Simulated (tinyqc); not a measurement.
Chemical shift by three methods: effective-mass impurity with a central-cell term, in a basis of Slater functions. Computed by tinyqc, a small Python program. Command: `OMP_NUM_THREADS=1 python tinyqc.py 3012076 3012077 out.jsonl centralcell walk`. One thread of a shared host (Intel(R) Xeon(R) Processor @ 2.30GHz), about 0.01 s of CPU time with the checks.

The envelope obeys H = -nabla^2 - (2/r) [Z + A exp(-kappa r)] in effective units, with kappa = a*/lambda; positive A deepens the well near the core.

Inputs (values chosen for the exercise, with screening close to that of GaP):

| quantity | value | unit |
|---|---|---|
| effective mass m | 0.407 | m_0 |
| dielectric constant eps | 11.3 | - |
| charge Z of the core | 2 | - |
| central-cell strength A | 3.1 | - |
| central-cell range lambda | 2.4 | angstrom |

Impurity: acceptor, one isotropic band.

Constants: Ry = 13.605693123 eV; a_0 = 0.529177210903 angstrom.

Method:
- Units: Ry* = Ry m/eps^2 and a* = a_0 eps/m, with m in m_0.
- kappa = a*/lambda; the hydrogenic ground state is bound by Z^2 Ry*.
- For s functions exp(-zeta r), with s = zeta_i + zeta_j: S = 2/s^3, T = zeta_i zeta_j S, V = -2 Z/s^2, W = -2 A/(s + kappa)^2; each function is normalised by dividing by sqrt(S_ii S_jj).
- Large basis: zeta_i = 0.06 x 1.6^(i-1), i = 1..22, same formulas; for p functions r exp(-zeta r): S = 24/s^5, T = zeta_i zeta_j S (centrifugal term included), V = -12 Z/s^4, W = -12 A/(s + kappa)^4; overlap eigenvalues below 1e-11 are dropped.
- First order: shift = 8 A Z^3/(2 Z + kappa)^2 Ry*. One exponent: minimise zeta^2 - 2 Z zeta - 8 A zeta^3/(2 zeta + kappa)^2 by golden section on 0.2 to 6 Z. All shifts are the binding beyond Z^2 Ry*.

kappa = 6.12173 1/a*

Ry* = 43.3669 meV

hydrogenic binding energy = 173.468 meV

Shift of the 1s binding energy (meV):

| A | first order | one exponent | large basis |
|---|---|---|---|
| -3.100 | -83.98 | -52.27 | -48.54 |
| -1.550 | -41.99 | -32.27 | -31.06 |
| 0.310 | 8.40 | 8.92 | 8.99 |
| 0.775 | 21.00 | 24.56 | 24.97 |
| 1.550 | 41.99 | 58.48 | 60.21 |
| 3.100 | 83.98 | 172.92 | 179.24 |
| 3.880 | 105.11 | 265.40 | 274.16 |

The three columns are ordered, first order <= one exponent <= large basis, since each is a variational bound with more freedom. At the largest attractive A first order gives 38 % and one exponent 97 % of the shift; at the most repulsive A the true shift is -48.543 meV against -83.983. Attraction pulls the envelope in and feeds itself, repulsion pushes it out and saturates. Caution: the effective Bohr radius is only a few bond lengths, so the envelope approximation is rough.

Extremes, crossings and ranges named in words are read from the listed rows.
